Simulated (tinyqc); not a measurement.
From void density N back to diffusion prefactor D0: nucleation and growth of vacancy voids in a cooling silicon-like crystal. Computed by tinyqc, a small Python program. Command: `OMP_NUM_THREADS=1 python tinyqc.py 3012302 3012303 out.jsonl voids inv`. One thread of a shared host (Intel(R) Xeon(R) Processor @ 2.30GHz), about 0.3 s of CPU time with the checks.

Spherical voids; vacancies are lost only to voids.

Inputs (values chosen for the exercise, for a model crystal):
```
quantity,value,unit
vacancy density at the melting point C_m,8.9e+14,1/cm^3
formation energy E_f,3.95,eV
melting point T_m,1685,K
migration energy E_m,0.4,eV
site density rho,5e+22,1/cm^3
void surface energy gamma,0.953,J/m^2
cooling rate q,0.68,K/min
ratio (V/G)/xi_c,1.53,-
limit of the excess at high V/G,1.6e+14,1/cm^3
temperature step,0.25,K
```

Vacancy supply: from V/G.

Constants: k_B = 8.617333262e-05 eV/K; k_B = 1.380649e-23 J/K.

Method:
- C = C_x (u - 1)/(u + 0.2) with u = (V/G)/xi_c, a form chosen for the exercise.
- C_e = C_m exp[-(E_f/k_B)(1/T - 1/T_m)]; D = D0 exp(-E_m/(k_B T)); f = k_B T ln(C/C_e); r* = 2 gamma/(rho f); W* = 16 pi gamma^3/(3 rho^2 f^2); Z = f/sqrt(12 pi W* k_B T); I = rho Z (4 pi r* D C) exp(-W*/(k_B T)).
- March down from 1500 K in steps dT, dt = dT/q, with values at the upper end of each step: a class of I dt voids is born with r*; then all classes grow by r^2 += 2 D (C - C_e) dt/rho; C falls by the vacancies added to voids. Stop at 1150 K. T_n is the T of the largest I, N the final count (classes under 1e-6 /cm^3 are dropped), and the mean radius the number average.

Problem. A run gave the result below. Find the diffusion prefactor D0, known to lie between 0.0012 and 0.0032 cm^2/s.

void density N = 156558.7 1/cm^3

Solution.

Each step takes the trial c = (a f_b - b f_a)/(f_b - f_a), f being the result less the target and a, b, c the logarithms of the listed values; c replaces end b, the old b replaces a if the sign of f changed, and otherwise f_a is halved.

Scan of the range:
```
diffusion prefactor D0 (cm^2/s),void density N (1/cm^3)
0.00120,251538
0.00141,198113
0.00166,155582
0.00196,121658
0.00231,95388
0.00272,74893
0.00320,58876
```

False position (Illinois rule, in the logarithm of the input) inside the bracket:
```
step,end a,end b,trial,void density N (1/cm^3)
1,0.00141000,0.00166000,0.00165379,156448
2,0.00141000,0.00165379,0.00165239,156644
3,0.00165379,0.00165239,0.00165300,156559
4,0.00165239,0.00165300,0.00165300,156559
```

Void density N falls at every point of a 13-point scan of the range (every second point is shown), so one value fits; it is bracketed by 0.00141 and 0.00166. Answer: diffusion prefactor D0 = 0.001653 cm^2/s.
